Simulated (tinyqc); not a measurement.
# Capillary instabilities by surface diffusion: grooving and agglomeration of films, edge retraction, wire break-up and smoothing of roughness, step by step

A worked calculation. Computed by tinyqc, a small Python program that keeps every step. Command: `OMP_NUM_THREADS=1 python tinyqc.py 3016991 3016992 out.jsonl dewet walk`. One thread of a shared host (Intel(R) Xeon(R) Processor @ 2.30GHz), about 0.01 s of CPU time with the checks. Intermediate numbers are printed to about 5 digits and carried at full precision; extremes and crossings named in words are read from the listed rows.

Isotropic surface energy; shapes change by surface diffusion alone.

Inputs (values chosen for the exercise, of the order of those of silicon on oxide):
```
quantity                                value        unit
surface energy gamma_s                   1.46       J/m^2
grain-boundary energy gamma_b            0.67       J/m^2
interface energy gamma_i                 0.78       J/m^2
contact angle on the substrate theta      130     degrees
atomic volume Omega                        20  angstrom^3
surface sites nu                           10      1/nm^2
prefactor D0                          5.3e-05       m^2/s
activation energy Q                      2.34          eV
temperature T                            1071           K
time t                                    420           s
film thickness h                           13          nm
grain radius R                             35          nm
wire radius r                              12          nm
initial ripple over radius               0.02           -
roughness wavelength lambda                15          nm
```

Grooves: at the surface and the interface.

Constants: k_B = 8.617333262e-05 eV/K; k_B = 1.380649e-23 J/K.

## The Mullins constant

B = D_s nu gamma_s Omega^2/(k_B T), D_s = D0 exp(-Q/(k_B T)).

D_s = 5.1641e-16 m^2/s

B = 203.96 nm^4/s

length (B t)^(1/4) = 17.108 nm

Lengths grow as t^(1/4): doubling one takes 16 times as long, or roughly 140 K more.

## Will grooves cut through?

Groove angle beta: sin(beta) = gamma_b/(2 gamma). For circular grains of radius R with spherical caps the groove ends (measured from the mean surface) at the depth R g(beta), g = (2 - 3 cos beta + cos^3 beta)/(3 sin^3 beta). The film parts if R [g(beta_s) + g(beta_i)] > h.

beta_s = 13.265 degrees

beta_i = 25.435 degrees

sum of g = 0.17316

critical R/h = 5.7751

final depth over h = 0.46619

The grooves stop short by this estimate; triple junctions groove deeper and may still open.

## Groove growth in time

Mullins' isolated groove: depth below the flat surface d = 0.780 m (B t)^(1/4), m = tan(beta_s), width between the ridges 4.6 (B t)^(1/4); time to reach h: (h/(0.780 m))^4/B.

groove depth = 3.1458 nm

groove width = 78.696 nm

time to reach the substrate = 1.2249e+05 s

Caution: the grooves of neighbouring boundaries overlap, so the depth levels off at its final value. Caution: the grains are too small for the surface groove ever to reach the depth h.

## Retraction of a straight edge

A rim shaped as a circular segment with contact angle theta holds the area h x; its radius r obeys r^2 (theta - sin theta cos theta) = h x. To advance, the edge must carry a strip of the rim height H = r (1 - cos theta) over the rim, driven by the curvature 1/r over the distance r theta (the scaling argument of Brandon and Bradshaw): H dx/dt = B/(theta r^2) gives x^(5/2) = (5/2) B t c^(3/2)/(theta (1 - cos theta) h^(3/2)), c = theta - sin theta cos theta.

retraction x = 31.625 nm

rim height H = 20.045 nm

present speed = 0.030119 nm/s

The rim is 1.5 times the film thickness. x goes as t^(2/5) h^(-3/5): thin films retract faster.

## Break-up of a free wire

A wire with r + A cos(k z) has dA/dt = (B/r^4) (kr)^2 [1 - (kr)^2] A: unstable for wavelengths above 2 pi r, fastest at kr = 1/sqrt 2 with the rate B/(4 r^4); break-up time about (4 r^4/B) ln(r/A0); each wavelength makes a sphere of radius (3 r^2 lambda_m/4)^(1/3).

fastest wavelength = 106.63 nm

break-up time = 1590.9 s

radius of the spheres = 22.582 nm

t over the break-up time = 0.26400

The wire survives t. Caution: faceting can stabilise wires along low-index directions.

## Smoothing against break-up

Roughness of wavelength lambda on a flat face decays as exp[-B (2 pi/lambda)^4 t]; the smoothing time is that for a factor e^3.

Times (s); the last column is (h/(0.780 tan beta_s))^4/B:
```
T (K)  B (nm^4/s)   smoothing  wire break-up  groove to depth h
910    2.7048e+00  3.6027e+01     1.1996e+05         9.2367e+06
964    1.3584e+01  7.1734e+00     2.3886e+04         1.8391e+06
1017   5.5890e+01  1.7435e+00     5.8057e+03         4.4701e+05
1071   2.0396e+02  4.7778e-01     1.5909e+03         1.2249e+05
1125   6.5571e+02  1.4861e-01     4.9485e+02         3.8101e+04
1178   1.8551e+03  5.2530e-02     1.7492e+02         1.3468e+04
1285   1.1593e+04  8.4054e-03     2.7988e+01         2.1550e+03
```

All times share 1/B, so their ratios do not depend on T: break-up over smoothing is 3300. An anneal can smooth this roughness well before the wire breaks. Smoothing is safe for lambda well below 2 pi r, above which a ripple along the wire grows instead. B spans 3.6 decades over these rows.

Checks made by the program: g against the volume of a spherical cap (relative difference below 1e-10).
